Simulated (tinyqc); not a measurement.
Worked calculation: regular and subregular solution with a miscibility gap. Computed by tinyqc, a small Python program that keeps every step. Command: `OMP_NUM_THREADS=1 python tinyqc.py 3027618 3027619 out.jsonl regsol walk`. One thread of a shared host (Intel(R) Xeon(R) Processor @ 2.30GHz), about 0.01 s of CPU time with the checks. Intermediate numbers are printed to about 7 digits and carried at full precision; extremes and crossings named in words are read from the listed rows.

Per mole of mixing sites: G(x) = x (1 - x) [L0 + L1 (1 - 2x)] + R T [x ln x + (1 - x) ln(1 - x)], x the fraction of B.

Inputs (values chosen for the exercise, for a model semiconductor alloy):
```
quantity              value                 unit
lattice constant a_A  5.869             angstrom
lattice constant a_B  6.058             angstrom
constant K            46700  kJ angstrom^2.5/mol
asymmetry L1           0.41               kJ/mol
temperature T            77                    K
start value s0         0.45                    -
```

Source of L0: delta-lattice-parameter rule.

Constants: R = 8.314462618 J/(mol K).

## Interaction parameter

A bonding enthalpy -K a^(-2.5) with a linear in x gives L0 = 4.375 K (a_A - a_B)^2/abar^4.5, abar the mean lattice constant; eta = (a_B - a_A)/abar.

L0 = 2.362996 kJ/mol

eta = 0.03169280

## G, chemical potentials and activities

G' = L0 (1 - 2x) + L1 (1 - 6x + 6x^2) + R T ln[x/(1 - x)]; G'' = -2 L0 - 6 L1 (1 - 2x) + R T/[x (1 - x)]. mu_A = G - x G', mu_B = G + (1 - x) G', activity = exp(mu/(R T)).

G, G'' and activities at x = 0.02, 0.1, 0.2, 0.35, 0.5, 0.65, 0.8, 0.9, 0.98:
```
x     G (kJ/mol)  G'' (kJ/mol)  activity of A  activity of B
0.02  -0.0087367      25.57637       0.982182       1.219709
0.10   0.0340671       0.41949       0.949518       2.713730
0.20   0.0970750      -2.20066       0.981033       2.304221
0.35   0.1510600      -2.64987       1.158214       1.493877
0.50   0.1469868      -2.16514       1.476528       1.071959
0.65   0.0950950      -1.17387       1.854905       0.901079
0.80   0.0183550       0.75134       1.955796       0.876462
0.90  -0.0249729       4.35549       1.456220       0.918419
0.98  -0.0241658      30.29957       0.393340       0.980714
```

G'' is negative at 4 of the nine compositions (0.2, 0.35, 0.5, 0.65), where the solution is unstable.

## Critical point

The spinodal is G'' = 0, R T_s(x) = x (1 - x) [2 L0 + 6 L1 (1 - 2x)]; the critical point is its maximum.

critical composition x_c = 0.3890808

critical temperature T_c = 150.7097 K

L1 > 0 moves the top of the gap to the A-rich side and raises it by 8.6 K over L0/(2 R).

## Spinodal at T

Solve G'' = 0 on each side of x_c.

spinodal x_s1 = 0.1078173

spinodal x_s2 = 0.7557113

Caution: at such a low temperature diffusion in a solid alloy is normally frozen, so this equilibrium would not be reached.

## First Newton step for the common tangent

Common tangent: F1 = G'(x1) - G'(x2) = 0 and F2 = [G - x G'](x1) - [G - x G'](x2) = 0. Newton step: J = [[G''(x1), -G''(x2)], [-x1 G''(x1), x2 G''(x2)]], J dx = -F; a step that would leave 0 < x < 1 is halved until it stays inside. The start is x1 = s0, x2 = 1 - s0.

F (kJ/mol): F1 0.2156550, F2 -0.1074175

J (kJ/mol):
```
           1          2
1  -2.385271   1.893271
2   1.073372  -1.041299
```

new (x1, x2): 0.4969244  0.4952125

## Binodal by Newton steps

Stop when the step is below 1e-12, or when x1 and x2 meet within 1e-5; residuals under 1e-7 are shown as 0.

Iteration:
```
step         x1         x2  F1 (kJ/mol)  F2 (kJ/mol)
1     0.4500000  0.5500000    0.2156550   -0.1074175
2     0.4969244  0.4952125   -0.0037394    0.0018550
```

solubility limit x1 = 0.4960674

solubility limit x2 = 0.4960674

x1 and x2 run together: x1 = x2 solves both equations trivially, and a start value inside the spinodal, where G'' < 0, can turn the steps inward.

Reruns converge with start value s0 = 0.02. Reruns still fail with start value s0 = 0.3.
